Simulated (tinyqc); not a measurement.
Koster-Slater impurity in an sp3s* host: one step. A first estimate from the table. Three cases, with inputs chosen for the exercise.

Problem. A defect that shifts the s level of its anion site by V has a level where the host Green function G_s(E) equals 1/V; E is counted from the top of the valence band. Find it by linear interpolation between the two rows that bracket it.

Case 1.

Values chosen (out of a larger set: near a published set for InP; not measured data): V = 14.6 eV (shift of the s level).

G(E) (1/eV):
```
E (eV)          G_s        G_p
0.000000  0.0840451  0.4207860
0.177618  0.0792905  0.3100064
0.355236  0.0743814  0.2534643
0.532854  0.0691550  0.2128836
0.710472  0.0634158  0.1804732
0.888091  0.0568906  0.1529028
1.065709  0.0491564  0.1282338
1.243327  0.0394901  0.1050268
1.420945  0.0264950  0.0818511
```

Case 2.

Values chosen (out of a larger set: near a published set for GaP; not measured data): V = -81.7 eV (shift of the s level).

G(E) (1/eV):
```
E (eV)           G_s         G_p
0.000000   0.0436018   0.2789731
0.295236   0.0343451   0.1939687
0.590472   0.0238935   0.1482231
0.885709   0.0113537   0.1145288
1.180945  -0.0047852   0.0862553
1.476181  -0.0275606   0.0600033
1.771417  -0.0645199   0.0327208
2.066653  -0.1429272  -0.0008645
2.361889  -0.6252506  -0.0700009
```

Case 3.

Values chosen (out of a larger set: near a published set for diamond; not measured data): V = -35.7 eV (shift of the s level).

G(E) (1/eV):
```
E (eV)           G_s         G_p
0.000000  -0.0037357   0.0476606
0.667122  -0.0079360   0.0294674
1.334245  -0.0124714   0.0170358
2.001367  -0.0175769   0.0065666
2.668490  -0.0235901  -0.0032818
3.335612  -0.0310812  -0.0134607
4.002735  -0.0411877  -0.0251869
4.669857  -0.0568382  -0.0411795
5.336980  -0.0934274  -0.0764332
```

Give: 1/V; estimated level.

Solution.

Case 1.

1/V = 0.06849 1/eV
estimated level = 0.553 eV

Case 2.

1/V = -0.01224 1/eV
estimated level = 1.278 eV

Case 3.

1/V = -0.02801 1/eV
estimated level = 3.062 eV

Computed by tinyqc, one run a case: `OMP_NUM_THREADS=1 python tinyqc.py N N+1 out.jsonl` with N = 1480048, 1480671, 1481843; one thread of a shared Intel(R) Xeon(R) Processor @ 2.30GHz, about 0.09 s a run at most.
